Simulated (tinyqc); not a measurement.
Worked calculation: tight binding, honeycomb lattice. Computed by tinyqc, a small Python program that keeps every step. Settings: t1 = 2.44, t2 = 0.17, phi = 1.57, delta = 0, points = 6. Command: `OMP_NUM_THREADS=1 python tinyqc.py 26461 26462 out.jsonl` (the two numbers bound the seeds that draw the settings). One thread of a shared host (Intel(R) Xeon(R) Processor @ 2.60GHz), about 0.01 s of CPU time with the checks.

## Bloch Hamiltonian at k

Parameters chosen for this model:
```
parameter     value                        unit
t1         2.440000                 eV, nearest
t2         0.170000       eV, second neighbours
phi        1.570000  rad, phase of t2 (Haldane)
delta             0          eV, +/- on A and B
```

k point k (fractions of the reciprocal vectors): [-0.3900, 0.2900]

H_AB = -t1 (1 + exp(-i k.a1) + exp(-i k.a2)); H_AA = delta - 2 t2 sum cos(k.b + phi), H_BB = -delta - 2 t2 sum cos(k.b - phi), b = a1, a2 - a1, -a2.

H(k) at k (eV), order A, B:
```
[[-0.8533, 0.0469+0.8080i],
 [0.0469-0.8080i, 0.8541]]
```

## Levels at k

Diagonalise the Hermitian matrix.

eigenvalues (eV): [-1.1760, 1.1768]

weights |c|^2 of the basis functions, order A, B:
```
[[0.8628, 0.1372],
 [0.1372, 0.8628]]
```

## Bloch Hamiltonian at K

k point K (fractions of the reciprocal vectors): [0.3333, 0.6667]

As before.

H(k) at K (eV), order A, B:
```
[[0.8838, 0.0000],
 [0.0000, -0.8829]]
```

## Levels at K

As before.

eigenvalues (eV): [-0.8829, 0.8838]

weights |c|^2 of the basis functions, order A, B:
```
[[0.0000, 1.0000],
 [1.0000, 0.0000]]
```

## Bands along a path

The same steps at evenly spaced points between the labelled ones.

Bands along the path (eV):
```
k           band 1  band 2
G          -7.3208  7.3192
G-K 0.25   -6.6670  6.6658
G-K 0.50   -4.8890  4.8887
G-K 0.75   -2.5327  2.5333
K          -0.8829  0.8838
K-M 0.25   -1.3016  1.3024
K-M 0.50   -1.8952  1.8959
K-M 0.75   -2.2996  2.3002
M          -2.4397  2.4403
M-K' 0.25  -2.2996  2.3002
M-K' 0.50  -1.8952  1.8959
M-K' 0.75  -1.3016  1.3024
K'         -0.8829  0.8838
```

With 1 band(s) filled, the highest filled level on these points lies at K and the lowest empty one at K: a gap of 1.7667 eV, direct.

## Chern number of the lower band

On a 6 x 6 mesh, the phase of the product of overlaps around each plaquette (k1 then k2); the sum over 2 pi is an integer.

plaquette phases (rad):
```
[[0.0000, -0.0030, -0.0605, -0.0979, 0.0268, 0.0101],
 [-0.0030, -0.0263, -0.0947, -0.7779, 0.0000, 0.0268],
 [-0.0605, -0.0947, -0.2009, -0.9100, -0.7779, -0.0979],
 [-0.0979, -0.7779, -0.9100, -0.2009, -0.0947, -0.0605],
 [0.0268, 0.0000, -0.7779, -0.0947, -0.0263, -0.0030],
 [0.0101, 0.0268, -0.0979, -0.0605, -0.0030, 0.0000]]
```

Chern number = -1.0000
